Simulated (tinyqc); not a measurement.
Pariser-Parr-Pople SCF with singles CI, for the molecule O=c1c(O)ccccc1F (SMILES; centres numbered as the heavy atoms are written), step by step. Computed by tinyqc, a small Python program that keeps every step. Settings: charge = 0, gamma = MN, start = core, damping = 0, iteration cap = 72, excitations kept = 9. Command: `OMP_NUM_THREADS=1 python tinyqc.py 20966 20967 out.jsonl` (the two numbers bound the seeds that draw the settings). One thread of a shared host (Intel(R) Xeon(R) Processor @ 2.60GHz), about 0.03 s of CPU time with the checks. Later iterations appear only in the table of the cycle.

## PPP integrals

Centres (angstrom, eV; a flat drawing with bonds scaled to 1.40 angstrom):
```
centre          x          y  core charge z          W   gamma_rr
1O       2.336000   0.000000              1  17.700000  15.200000
2C       0.936000   0.000000              1  11.160000  11.130000
3C       0.329000   1.261000              1  11.160000  11.130000
4O       1.202000   2.356000              2  33.000000  21.500000
5C      -1.036000   1.573000              1  11.160000  11.130000
6C      -2.131000   0.700000              1  11.160000  11.130000
7C      -2.131000  -0.700000              1  11.160000  11.130000
8C      -1.036000  -1.573000              1  11.160000  11.130000
9C       0.329000  -1.261000              1  11.160000  11.130000
10F      1.202000  -2.356000              2  39.000000  21.400000
```

Resonance integrals (eV):
```
i   j       beta
1   2  -2.510000
2   3  -2.390000
3   4  -2.240000
3   5  -2.390000
5   6  -2.390000
6   7  -2.390000
7   8  -2.390000
8   9  -2.390000
9  10  -2.100000
9   2  -2.390000
```

Mataga-Nishimoto: gamma = 14.399645/(R + a), a = 2 x 14.399645/(gamma_rr + gamma_ss); H_rr = -W_r - sum_(s != r) z_s gamma_rs; H_rs = beta for bonds.

repulsion gamma_rs (eV), order 1O, 2C, 3C, 4O, 5C, 6C, 7C, 8C, 9C, 10F:
```
[[15.200000, 5.774219, 4.156881, 4.235902, 2.990810, 2.564361, 2.564361, 2.990810, 4.156881, 4.233232],
 [5.774219, 11.130000, 5.346553, 4.425798, 3.773205, 3.243428, 3.243428, 3.773205, 5.346553, 4.422111],
 [4.156881, 5.346553, 11.130000, 6.307297, 5.345136, 3.772577, 3.243355, 3.243627, 3.773721, 3.126160],
 [4.235902, 4.425798, 6.307297, 21.500000, 4.425729, 3.127417, 2.664356, 2.664483, 3.128002, 2.674867],
 [2.990810, 3.773205, 5.345136, 4.425729, 11.130000, 5.344721, 3.772727, 3.243332, 3.243627, 2.663146],
 [2.564361, 3.243428, 3.772577, 3.127417, 5.344721, 11.130000, 5.345539, 3.772727, 3.243355, 2.663019],
 [2.564361, 3.243428, 3.243355, 2.664356, 3.772727, 5.345539, 11.130000, 5.344721, 3.772577, 3.125575],
 [2.990810, 3.773205, 3.243627, 2.664483, 3.243332, 3.772727, 5.344721, 11.130000, 5.345136, 4.422042],
 [4.156881, 5.346553, 3.773721, 3.128002, 3.243627, 3.243355, 3.772577, 5.345136, 11.130000, 6.299810],
 [4.233232, 4.422111, 3.126160, 2.674867, 2.663146, 2.663019, 3.125575, 4.422042, 6.299810, 21.400000]]
```

core matrix H (eV), order 1O, 2C, 3C, 4O, 5C, 6C, 7C, 8C, 9C, 10F:
```
[[-59.836588, -2.510000, 0.000000, 0.000000, 0.000000, 0.000000, 0.000000, 0.000000, 0.000000, 0.000000],
 [-2.510000, -59.356409, -2.390000, 0.000000, 0.000000, 0.000000, 0.000000, 0.000000, -2.390000, 0.000000],
 [0.000000, -2.390000, -58.908761, -2.240000, -2.390000, 0.000000, 0.000000, 0.000000, 0.000000, 0.000000],
 [0.000000, 0.000000, -2.240000, -69.328718, 0.000000, 0.000000, 0.000000, 0.000000, 0.000000, 0.000000],
 [0.000000, 0.000000, -2.390000, 0.000000, -53.051308, -2.390000, 0.000000, 0.000000, 0.000000, 0.000000],
 [0.000000, 0.000000, 0.000000, 0.000000, -2.390000, -50.027580, -2.390000, 0.000000, 0.000000, 0.000000],
 [0.000000, 0.000000, 0.000000, 0.000000, 0.000000, -2.390000, -50.026570, -2.390000, 0.000000, 0.000000],
 [0.000000, 0.000000, 0.000000, 0.000000, 0.000000, 0.000000, -2.390000, -53.046607, -2.390000, 0.000000],
 [0.000000, -2.390000, 0.000000, 0.000000, 0.000000, 0.000000, 0.000000, -2.390000, -58.897473, -2.100000],
 [0.000000, 0.000000, 0.000000, 0.000000, 0.000000, 0.000000, 0.000000, 0.000000, -2.100000, -75.304828]]
```

## Starting guess

pi electrons, sum of z_r less the charge = 12

Orbitals of the core matrix H.

P at the start, order 1O, 2C, 3C, 4O, 5C, 6C, 7C, 8C, 9C, 10F:
```
[[1.946333, 0.127246, -0.119623, 0.017216, 0.116429, 0.126922, 0.127126, 0.117533, -0.117830, 0.011487],
 [0.127246, 1.695890, 0.291608, -0.041650, -0.307793, -0.264096, -0.264088, -0.309095, 0.286772, -0.027795],
 [-0.119623, 0.291608, 1.568534, 0.060002, 0.698545, 0.232417, 0.095760, 0.020515, -0.148462, 0.014484],
 [0.017216, -0.041650, 0.060002, 1.991608, -0.093274, -0.040553, -0.016392, -0.002082, 0.021437, -0.002104],
 [0.116429, -0.307793, 0.698545, -0.093274, 0.484158, 0.232751, 0.176501, 0.208024, 0.018687, -0.001317],
 [0.126922, -0.264096, 0.232417, -0.040553, 0.232751, 0.133776, 0.121637, 0.174264, 0.093245, -0.010331],
 [0.127126, -0.264088, 0.095760, -0.016392, 0.176501, 0.121637, 0.131487, 0.226988, 0.228461, -0.026012],
 [0.117533, -0.309095, 0.020515, -0.002082, 0.208024, 0.174264, 0.226988, 0.472509, 0.694771, -0.064053],
 [-0.117830, 0.286772, -0.148462, 0.021437, 0.018687, 0.093245, 0.228461, 0.694771, 1.579514, 0.039952],
 [0.011487, -0.027795, 0.014484, -0.002104, -0.001317, -0.010331, -0.026012, -0.064053, 0.039952, 1.996191]]
```

## Iteration 1: Fock matrix

F_rr = H_rr + P_rr gamma_rr / 2 + sum_(s != r) P_ss gamma_rs; F_rs = H_rs - P_rs gamma_rs / 2; E = tr P (H + F) / 2 + core repulsion sum_(r<s) z_r z_s gamma_rs.

F (eV), order 1O, 2C, 3C, 4O, 5C, 6C, 7C, 8C, 9C, 10F:
```
[[-1.737922, -2.877373, 0.248630, -0.036462, -0.174109, -0.162737, -0.162998, -0.175759, 0.244902, -0.024313],
 [-2.877373, 0.262871, -3.169549, 0.092168, 0.580683, 0.428288, 0.428275, 0.583139, -3.156622, 0.061457],
 [0.248630, -3.169549, -3.207638, -2.429225, -4.256908, -0.438406, -0.155292, -0.033272, 0.280128, -0.022639],
 [-0.036462, 0.092168, -2.429225, -7.824864, 0.206402, 0.063413, 0.021837, 0.002773, -0.033528, 0.002814],
 [-0.174109, 0.580683, -4.256908, 0.206402, -7.755506, -3.011994, -0.332946, -0.337345, -0.030307, 0.001754],
 [-0.162737, 0.428288, -0.438406, 0.063413, -3.011994, -11.133491, -2.715109, -0.328725, -0.151214, 0.013755],
 [-0.162998, 0.428275, -0.155292, 0.021837, -0.332946, -2.715109, -11.144371, -2.996593, -0.430943, 0.040652],
 [-0.175759, 0.583139, -0.033272, 0.002773, -0.337345, -0.328725, -2.996593, -7.754996, -4.246822, 0.141622],
 [0.244902, -3.156622, 0.280128, -0.033528, -0.030307, -0.151214, -0.430943, -4.246822, -3.199070, -2.225845],
 [-0.024313, 0.061457, -0.022639, 0.002814, 0.001754, 0.013755, 0.040652, 0.141622, -2.225845, -13.879420]]
```

pi energy = -182.459628 eV

## Iteration 1: orbitals and new P

Diagonalise F (the basis is taken as orthonormal) and form P = 2 sum c c over the lowest orbitals.

orbital energies (eV): [-15.892333, -14.389593, -11.855938, -9.642503, -7.967345, -6.519565, -4.729436, -1.487586, -0.182629, 5.292518]

P after iteration 1, order 1O, 2C, 3C, 4O, 5C, 6C, 7C, 8C, 9C, 10F:
```
[[0.013004, 0.039898, 0.058770, 0.023450, 0.067001, -0.017189, -0.043928, 0.090739, 0.071831, -0.011609],
 [0.039898, 0.132027, 0.199421, 0.126143, 0.184898, -0.143478, -0.188700, 0.235152, 0.208650, 0.011771],
 [0.058770, 0.199421, 0.717549, 0.431552, 0.809371, -0.186900, 0.021441, -0.010376, 0.012931, -0.003631],
 [0.023450, 0.126143, 0.431552, 1.831901, -0.308470, 0.081271, 0.021385, -0.052892, 0.013439, -0.006888],
 [0.067001, 0.184898, 0.809371, -0.308470, 1.429920, 0.148609, 0.024468, -0.053019, -0.027491, -0.002525],
 [-0.017189, -0.143478, -0.186900, 0.081271, 0.148609, 1.955897, -0.012039, 0.010828, 0.038598, -0.002362],
 [-0.043928, -0.188700, 0.021441, 0.021385, 0.024468, -0.012039, 1.933824, 0.196780, -0.219611, 0.042697],
 [0.090739, 0.235152, -0.010376, -0.052892, -0.053019, 0.010828, 0.196780, 1.331397, 0.870472, -0.156103],
 [0.071831, 0.208650, 0.012931, 0.013439, -0.027491, 0.038598, -0.219611, 0.870472, 0.692613, 0.219715],
 [-0.011609, 0.011771, -0.003631, -0.006888, -0.002525, -0.002362, 0.042697, -0.156103, 0.219715, 1.961867]]
```

## Iteration 2: Fock matrix

As before.

F (eV), order 1O, 2C, 3C, 4O, 5C, 6C, 7C, 8C, 9C, 10F:
```
[[-18.815515, -2.625191, -0.122150, -0.049665, -0.100194, 0.022039, 0.056324, -0.135691, -0.149296, 0.024573],
 [-2.625191, -11.188816, -2.923109, -0.279141, -0.348830, 0.232681, 0.306017, -0.443638, -2.947779, -0.026027],
 [-0.122150, -2.923109, -8.241951, -3.600964, -4.553100, 0.352547, -0.034770, 0.016828, -0.024398, 0.005676],
 [-0.049665, -0.279141, -3.600964, -15.911124, 0.682603, -0.127084, -0.028489, 0.070464, -0.021018, 0.009212],
 [-0.100194, -0.348830, -4.553100, 0.682603, -3.074854, -2.787138, -0.046156, 0.085978, 0.044586, 0.003362],
 [0.022039, 0.232681, 0.352547, -0.127084, -2.787138, 0.228417, -2.357824, -0.020425, -0.062594, 0.003146],
 [0.056324, 0.306017, -0.034770, -0.028489, -0.046156, -2.357824, 0.115700, -2.915868, 0.414249, -0.066726],
 [-0.135691, -0.443638, 0.016828, 0.070464, 0.085978, -0.020425, -2.915868, -3.161701, -4.716397, 0.345147],
 [-0.149296, -2.947779, -0.024398, -0.021018, 0.044586, -0.062594, 0.414249, -4.716397, -8.091929, -2.792080],
 [0.024573, -0.026027, 0.005676, 0.009212, 0.003362, 0.003146, -0.066726, 0.345147, -2.792080, -21.218882]]
```

pi energy = -173.747161 eV

## Iteration 2: orbitals and new P

As before.

orbital energies (eV): [-21.877690, -19.951705, -17.561964, -13.328366, -10.220908, -7.527908, -3.233276, -1.671163, 1.825645, 4.186680]

P after iteration 2, order 1O, 2C, 3C, 4O, 5C, 6C, 7C, 8C, 9C, 10F:
```
[[1.995987, 0.026775, -0.037428, 0.010398, 0.028399, 0.035159, 0.035003, 0.031456, -0.038601, 0.006078],
 [0.026775, 1.820950, 0.246556, -0.068372, -0.182604, -0.235200, -0.257720, -0.197482, 0.253339, -0.039969],
 [-0.037428, 0.246556, 1.274972, 0.206998, 0.865278, 0.230209, 0.083746, -0.022676, -0.099648, 0.013844],
 [0.010398, -0.068372, 0.206998, 1.940809, -0.247949, -0.070212, -0.013050, 0.010504, 0.023431, -0.003129],
 [0.028399, -0.182604, 0.865278, -0.247949, 0.754722, 0.251542, 0.144962, 0.098487, -0.037916, 0.008894],
 [0.035159, -0.235200, 0.230209, -0.070212, 0.251542, 0.112084, 0.096335, 0.136955, 0.075477, -0.010841],
 [0.035003, -0.257720, 0.083746, -0.013050, 0.144962, 0.096335, 0.118070, 0.249142, 0.230797, -0.041691],
 [0.031456, -0.197482, -0.022676, 0.010504, 0.098487, 0.136955, 0.249142, 0.731179, 0.881735, -0.138338],
 [-0.038601, 0.253339, -0.099648, 0.023431, -0.037916, 0.075477, 0.230797, 0.881735, 1.269522, 0.115542],
 [0.006078, -0.039969, 0.013844, -0.003129, 0.008894, -0.010841, -0.041691, -0.138338, 0.115542, 1.981704]]
```

## Convergence

Stop when output and input P, before any damping, agree to 1e-7.

Course of the cycle:
```
iteration         E (eV)  largest |P(out) - P(in)|
1          -182.45962820                  1.93e+00
2          -173.74716089                  1.98e+00
3          -186.74669755                  1.98e+00
4          -175.34963098                  1.98e+00
5          -188.32470072                  1.97e+00
6          -176.67888370                  1.97e+00
7          -189.83212392                  1.96e+00
8          -178.12433176                  1.96e+00
9          -191.55160207                  1.95e+00
10         -180.00505066                  1.95e+00
11         -193.81460987                  1.91e+00
...                  ...                       ...
26         -210.49507550                  2.85e-05
27         -210.49507553                  1.58e-05
28         -210.49507554                  8.79e-06
29         -210.49507554                  4.93e-06
30         -210.49507554                  2.78e-06
31         -210.49507554                  1.57e-06
32         -210.49507554                  8.89e-07
33         -210.49507554                  5.05e-07
34         -210.49507554                  2.87e-07
35         -210.49507554                  1.63e-07
36         -210.49507554                  9.30e-08
```

Converged in 36 iterations.

## Converged orbitals

Charges are z - P_rr.

orbital energies (eV): [-18.333471, -14.792465, -13.058935, -12.207070, -10.922992, -8.821800, -2.489313, -2.151273, 1.151370, 1.864687]

coefficients, order 1O, 2C, 3C, 4O, 5C, 6C, 7C, 8C, 9C, 10F:
```
[[0.027730, 0.192613, -0.161236, 0.570874, 0.166097, 0.591961, -0.010139, 0.395641, -0.000730, -0.274946],
 [0.077339, 0.328522, -0.196912, 0.498160, 0.081280, -0.072941, 0.013109, -0.466853, 0.003106, 0.607532],
 [0.028918, 0.520601, 0.079576, 0.013948, 0.241594, -0.351063, -0.505722, -0.137818, -0.269430, -0.438928],
 [0.011691, 0.625838, 0.544017, -0.194166, -0.377651, 0.256053, 0.207178, 0.058600, 0.079338, 0.117050],
 [0.010816, 0.300668, -0.172624, -0.246808, 0.513135, -0.256887, 0.126559, 0.486882, 0.415653, 0.252254],
 [0.008346, 0.185431, -0.360549, -0.403991, 0.271450, 0.282818, 0.454500, -0.234696, -0.501104, -0.076889],
 [0.023827, 0.129483, -0.447619, -0.331133, -0.206443, 0.353902, -0.404884, -0.282231, 0.503584, -0.087219],
 [0.075953, 0.124079, -0.419274, -0.066063, -0.512490, -0.149650, -0.213202, 0.474806, -0.416181, 0.263698],
 [0.254892, 0.150013, -0.280471, 0.204757, -0.331805, -0.388871, 0.508673, -0.074942, 0.261946, -0.444569],
 [0.959575, -0.113244, 0.135389, -0.089345, 0.111653, 0.103022, -0.101616, 0.015519, -0.042546, 0.067992]]
```

pi charges: [-0.535539, 0.174455, 0.079998, 0.132704, -0.021060, 0.037340, 0.009579, 0.027279, 0.061244, 0.034000]

## Singles CI, singlets

Over the 9 single excitations with the smallest orbital gaps: A = (e_a - e_i) delta + 2 (ia|jb) - (ij|ab), with (pq|rs) = sum c_mp c_mq gamma_mn c_nr c_ns. f = 2/3 w |mu|^2 in atomic units, mu = sqrt2 sum c_ia sum_m c_mi c_ma R_m.

singlet CI matrix (eV), order 6>7, 6>8, 5>7, 5>8, 4>7, 6>9, 4>8, 3>7, 6>10:
```
[[3.415690, 0.059461, -0.038566, 0.303059, -0.425854, -0.243258, -0.124979, 0.000594, -0.038775],
 [0.059461, 4.230584, -0.808479, 0.071807, 0.098793, -0.017482, 0.384820, -0.126452, 0.040366],
 [-0.038566, -0.808479, 5.338950, -0.089393, -0.066592, -0.027486, 0.345643, 0.015644, -0.202725],
 [0.303059, 0.071807, -0.089393, 5.724097, -0.308531, -0.081662, 0.030007, -0.100018, -0.083391],
 [-0.425854, 0.098793, -0.066592, -0.308531, 6.289408, 0.077856, -0.046466, 0.079692, 0.067230],
 [-0.243258, -0.017482, -0.027486, -0.081662, 0.077856, 6.807979, 0.058354, 0.340232, -0.031857],
 [-0.124979, 0.384820, 0.345643, 0.030007, -0.046466, 0.058354, 6.970875, 0.170113, -0.140657],
 [0.000594, -0.126452, 0.015644, -0.100018, 0.079692, 0.340232, 0.170113, 7.235389, -0.149273],
 [-0.038775, 0.040366, -0.202725, -0.083391, 0.067230, -0.031857, -0.140657, -0.149273, 7.018249]]
```

singlet excitation energies (eV): [3.298218, 3.727411, 5.489220, 5.825612, 6.436623, 6.640061, 6.897531, 7.135047, 7.581498]

oscillator strengths: [0.176697, 0.256466, 0.351636, 1.460507, 0.558651, 0.171413, 0.079792, 0.051160, 0.085234]

## Singles CI, triplets

Over the 9 single excitations with the smallest orbital gaps: A = (e_a - e_i) delta - (ij|ab), with (pq|rs) = sum c_mp c_mq gamma_mn c_nr c_ns.

triplet CI matrix (eV), order 6>7, 6>8, 5>7, 5>8, 4>7, 6>9, 4>8, 3>7, 6>10:
```
[[1.704811, -0.070310, 0.041588, 0.353079, 0.617862, -0.211573, -0.026461, -0.003480, -0.065837],
 [-0.070310, 1.813019, 0.353079, -0.063370, -0.026461, -0.055308, -0.416960, 0.044921, 0.512845],
 [0.041588, 0.353079, 3.641989, 0.017830, 0.200846, -0.023086, -0.070687, -0.114930, 0.661632],
 [0.353079, -0.063370, 0.017830, 3.907696, -0.070687, 0.434271, -0.035471, 0.239797, 0.263148],
 [0.617862, -0.026461, 0.200846, -0.070687, 5.292227, -0.455099, 0.009022, -0.259263, -0.146822],
 [-0.211573, -0.055308, -0.023086, 0.434271, -0.455099, 5.698255, -0.156832, -0.711018, -0.042967],
 [-0.026461, -0.416960, -0.070687, -0.035471, 0.009022, -0.156832, 4.946444, 0.022248, 0.658483],
 [-0.003480, 0.044921, -0.114930, 0.239797, -0.259263, -0.711018, 0.022248, 5.697452, 0.106037],
 [-0.065837, 0.512845, 0.661632, 0.263148, -0.146822, -0.042967, 0.658483, 0.106037, 5.670758]]
```

triplet excitation energies (eV): [1.514129, 1.651917, 3.360557, 3.749436, 4.716317, 4.897784, 5.768871, 6.214500, 6.499141]
